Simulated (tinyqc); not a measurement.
# Resonant-tunnelling diode, transfer matrices and Tsu-Esaki current: effect of temperature at two biases

Emitter (band edge 0), barrier d1, well Lw, barrier d2, spacer ds, collector (edge -V). The bias drops linearly over these layers and none in the contacts; each layer is cut into ns equal slices, flat at the value of their centres. E is the energy of motion across the layers, C = hbar^2/(2 m0), psi and psi'/m are continuous. Transport is coherent, T(E) is taken as independent of the transverse momentum, and charge in the well is ignored.

The current at V = 0.247 V and at V = 0.378 V, Ef held fixed. For the pair (psi, psi'/m) a flat layer has M = [[cos kd, (m/k) sin kd], [-(k/m) sin kd, cos kd]] with k = sqrt(m (E - U)/C) above its edge U, and M = [[cosh Kd, (m/K) sinh Kd], [(K/m) sinh Kd, cosh Kd]] with K = sqrt(m (U - E)/C) below it. Later slices stand to the left. With M acting on (psi, psi'/m) and v = k/m in each lead, T(E) = 4 vL vR/[(vL vR M12 - M21)^2 + (vR M11 + vL M22)^2]. J = J0 times the integral over E > 0 of T(E) N(E), N = ln[(1 + exp((Ef - E)/Vt))/(1 + exp((Ef - V - E)/Vt))], J0 = q^2 mw m0 kB T/(2 pi^2 hbar^3) (times 1e-4 for A/cm^2 per eV). The integral is converged to the digits shown.

Parameters, values chosen for the exercise; masses and offsets of a made-up heterostructure:

| symbol | value | unit | meaning |
|---|---|---|---|
| mw | 0.036 | m0 | mass in the well, spacer and contacts |
| U1 | 0.37 | eV | barrier height |
| m1 | 0.056 | m0 | barrier mass |
| d1 | 3.5 | nm | emitter barrier |
| Lw | 5.6 | nm | well width |
| d2 | 3.9 | nm | collector barrier |
| ns | 2 |  | slices in each layer |
| ds | 4 | nm | undoped spacer after the collector barrier |
| Ef | 0.087 | eV | Fermi energy of both contacts above their band edges |

Constants: q = 1.602176634e-19 C, kB = 1.380649e-23 J/K, hbar = 1.054571817e-34 J s, m0 = 9.1093837015e-31 kg, Vt = kB T/q, hbar^2/(2 m0) = 0.0380998212 eV nm^2. Results are converted to the units shown.

Result of one run:

| J at 0.247 V (kA/cm^2) | J at 0.378 V (kA/cm^2) | ratio |
|---|---|---|
| 99.73 | 13.87 | 7.192 |

Which temperature T gave this result: 40, 77, 220, 300 or 400 K?

T = 400 K.

The whole series:

| T (K) | J at 0.247 V (kA/cm^2) | J at 0.378 V (kA/cm^2) | ratio |
|---|---|---|---|
| 40 | 90.43 | 3.052 | 29.64 |
| 77 | 90.50 | 3.142 | 28.80 |
| 150 | 90.83 | 3.520 | 25.80 |
| 220 | 91.74 | 4.284 | 21.42 |
| 300 | 94.02 | 6.425 | 14.64 |
| 400 | 99.73 | 13.87 | 7.192 |

The first current rises from 90.4 to 99.7 kA/cm^2, the second rises from 3.05 to 13.9 kA/cm^2, and their ratio falls from 29.6 to 7.19. Heat lifts electrons to energies where the barriers transmit more, which raises the second current by a far larger factor than the first.

Program tinyqc, `OMP_NUM_THREADS=1 python tinyqc.py 2600036 2600037 out.jsonl`; Intel Xeon 2.30GHz, shared host, one thread, about 0.07 s.
